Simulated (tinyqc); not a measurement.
Worked calculation: UHF in the sto-3g basis, for H3, spin multiplicity 2. This run ends on a higher stationary point, not on the lowest solution. Computed by tinyqc, a small Python program that keeps every step (integrals from PySCF). Settings: charge = 0, multiplicity = 2, basis = sto-3g, energy threshold = 1e-08, iteration cap = 59, orthogonalisation = symmetric, start = core, DIIS depth = 6, method = UHF. Command: `OMP_NUM_THREADS=1 python tinyqc.py 22224 22225 out.jsonl` (the two numbers bound the seeds that draw the settings). One thread of a shared host (Intel(R) Xeon(R) Processor @ 2.60GHz), about 0.2 s of CPU time with the checks.

Geometry (angstrom):
```
atom,x,y,z
H,0.000000,0.000000,0.000000
H,0.000000,0.000000,1.045000
H,0.000000,0.995000,0.522000
```

Stop when the energy changes by less than 1e-08 hartree and every element of the error matrix X^T (F D S - S D F) X (for each spin) is below 3e-05.

Course of the cycle:
```
iteration,E (hartree),change,largest element of the error matrix
1,-1.36888663,-,6.32e-02
2,-1.37944206,-1.06e-02,2.41e-02
3,-1.38120379,-1.76e-03,1.77e-04
4,-1.38120399,-2.03e-07,1.44e-04
5,-1.38120431,-3.14e-07,1.41e-04
6,-1.38120249,1.82e-06,2.69e-05
7,-1.38120246,2.83e-08,4.12e-07
8,-1.38120246,-4.94e-13,3.12e-08
```

Can the last value be used, and what does the course show?

No, though the log alone does not show it. Converged in 8 iterations. But the solution lies 0.00089 hartree above the reference: it is another stationary point, not the lowest one. Reruns (cap 100 unless said): DIIS 8: converged in 8 to a higher stationary point; damping 0.5: not converged; level shift 0.5: not converged; atomic densities as start, DIIS 8: converged in 9 to a higher stationary point. PySCF UHF in the same basis, after a stability check = -1.38208785 hartree.
